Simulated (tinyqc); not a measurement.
# Worked calculation: resonant-tunnelling diode, transfer matrices and Tsu-Esaki current

tinyqc, about 0.2 s, one thread, Intel Xeon 2.30GHz (shared host): `OMP_NUM_THREADS=1 python tinyqc.py 2600020 2600021 out.jsonl` Printed values are rounded.

Emitter (band edge 0), barrier d1, well Lw, barrier d2, collector (edge -V). The bias drops linearly over these layers and none in the contacts; each layer is cut into ns equal slices, flat at the value of their centres. E is the energy of motion across the layers, C = hbar^2/(2 m0), psi and psi'/m are continuous. Transport is coherent, T(E) is taken as independent of the transverse momentum, and charge in the well is ignored.

Parameters, values chosen for the exercise; masses and offsets of a made-up heterostructure:
```
symbol,value,unit,meaning
T,300,K,temperature
mw,0.26,m0,"mass in the well, spacer and contacts"
U1,1,eV,barrier height
m1,0.49,m0,barrier mass
d1,0.8,nm,emitter barrier
Lw,1.4,nm,well width
d2,0.9,nm,collector barrier
ns,3,,slices in each layer
Ef,0.15,eV,Fermi energy of both contacts above their band edges
V,0.23,V,bias of the collector
E,0.12859,eV,trial energy
```

Constants: q = 1.602176634e-19 C, kB = 1.380649e-23 J/K, hbar = 1.054571817e-34 J s, m0 = 9.1093837015e-31 kg, Vt = kB T/q, hbar^2/(2 m0) = 0.0380998212 eV nm^2. Results are converted to the units shown.

## Slices under bias

U = edge of the layer - V x/Lt at the centre x of each slice, Lt the summed thickness.

```
slice,U (eV),m (m0),width (nm)
0,0.990108,0.49,0.266667
1,0.970323,0.49,0.266667
2,0.950538,0.49,0.266667
3,-0.076667,0.26,0.466667
4,-0.111290,0.26,0.466667
5,-0.145914,0.26,0.466667
6,0.825645,0.49,0.3
7,0.803387,0.49,0.3
8,0.781129,0.49,0.3
```

## Running product of the slice matrices at the trial energy

For the pair (psi, psi'/m) a flat layer has M = [[cos kd, (m/k) sin kd], [-(k/m) sin kd, cos kd]] with k = sqrt(m (E - U)/C) above its edge U, and M = [[cosh Kd, (m/K) sinh Kd], [(K/m) sinh Kd, cosh Kd]] with K = sqrt(m (U - E)/C) below it. Later slices stand to the left. With M acting on (psi, psi'/m) and v = k/m in each lead, T(E) = 4 vL vR/[(vL vR M12 - M21)^2 + (vR M11 + vL M22)^2]. vL = sqrt(mw E/C)/mw, vR = sqrt(mw (E + V)/C)/mw.

Product after each layer:
```
,M11,M12 (nm),M21 (1/nm),M22
barrier d1,7.05319,1.02996,46.4318,6.92209
well,8.18695,1.22362,-47.7701,-7.01759
barrier d2,3.04674,0.598620,11.2747,2.54346
```

T(E) = 0.114262

## Transmission at three energies near the peak

three energies (eV): [0.130947, 0.132347, 0.133747]

The same product at each energy.

T(E) at these energies: [0.452217, 0.964819, 0.570335]

## Breit-Wigner parameters from a parabola through 1/T(E)

Near a resonance 1/T(E) = (1/Tp) [1 + (2 (E - Er)/G)^2]. With y = 1/T(E) at E0 - h, E0, E0 + h: a = (y1 + y3 - 2 y2)/(2 h^2), b = (y3 - y1)/(2 h), Er = E0 - b/(2 a), 1/Tp = y2 - b^2/(4 a), G = 2 sqrt(1/(Tp a)), tau = hbar/G.

Er = 0.132516 eV
Tp = 0.977895
G = 2.91135 meV
tau = 226.085 fs

The true maximum of T(E) lies at 0.13250 eV with height 0.9760 and full width 2.924 meV; the fitted G is 0.42 % below that width.

## Current from the resonance alone

J = J0 times the integral over E > 0 of T(E) N(E), N = ln[(1 + exp((Ef - E)/Vt))/(1 + exp((Ef - V - E)/Vt))], J0 = q^2 mw m0 kB T/(2 pi^2 hbar^3) (times 1e-4 for A/cm^2 per eV). For a sharp resonance J = J0 (pi G/2) Tp N(Er), with Er the peak energy, Tp the peak transmission and G the full width at half maximum (in eV). The three values given are estimates from a parabola through three points of 1/T(E).

J0 = 1.08775e8 A/(cm^2 eV)
N(Er) = 1.08714
J = 528.836 kA/cm^2

The full integral over T(E) gives 522.5 kA/cm^2; the value above is 1.2 % above it. With the exact position, height and width of the peak (Er = 0.13250 eV, Tp = 0.9760, G = 2.924 meV) the formula is 1.5 % above it.
